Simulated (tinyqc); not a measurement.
# Crystallisation kinetics and data retention of a phase-change cell: kissinger analysis

Johnson-Mehl-Avrami-Kolmogorov law X = 1 - exp(-y^n), y = integral of k dt, k = (1/100 s) exp[-(Ec q/kB)(1/T - 1/T1)].

Tp is the temperature of the largest dX/dt on a ramp of rate b (b in K/min in the logarithm).

Parameters, values chosen for the exercise; values of the order of Ge-Sb-Te and related chalcogenides:
- Ec = 2.72 eV (activation energy of crystallisation)
- T1 = 427 K (temperature at which the rate k is 1/(100 s))
- n = 3 (Avrami exponent)

Constants: q = 1.602176634e-19 C, kB = 1.380649e-23 J/K. Results are converted to the units shown.

Results:

| b (K/min) | Tp (K) | q/kB Tp (1/eV) | ln(b/Tp^2) | X at the peak |
|---|---|---|---|---|
| 0.5 | 416.50 | 27.862 | -12.757 | 0.62899 |
| 1 | 420.25 | 27.614 | -12.082 | 0.62897 |
| 2 | 424.06 | 27.365 | -11.407 | 0.62894 |
| 10 | 433.18 | 26.789 | -9.8397 | 0.62887 |
| 20 | 437.23 | 26.541 | -9.1652 | 0.62884 |
| 50 | 442.70 | 26.213 | -8.2738 | 0.62880 |
| 100 | 446.92 | 25.965 | -7.5996 | 0.62877 |

Estimate the missing row, b = 5 K/min.

Computed row:

| b (K/min) | Tp (K) | q/kB Tp (1/eV) | ln(b/Tp^2) | X at the peak |
|---|---|---|---|---|
| 5 | 429.20 | 27.037 | -10.514 | 0.62890 |

With this row back in the table: Tp rises from 417 to 447 K. The slope of ln(b/Tp^2) against q/kB Tp between the end rows is -2.719 eV, against Ec = 2.72 eV, and X at the peak stays near 1 - 1/e = 0.632 (0.629 to 0.629).

Range of the model: One Arrhenius rate is assumed; incubation, growth from the boundary and the non-Arrhenius kinetics of the supercooled liquid are left out.

Numbers from tinyqc (`OMP_NUM_THREADS=1 python tinyqc.py 2490017 2490018 out.jsonl`; about 0.03 s on one thread of a shared Intel Xeon 2.30GHz).
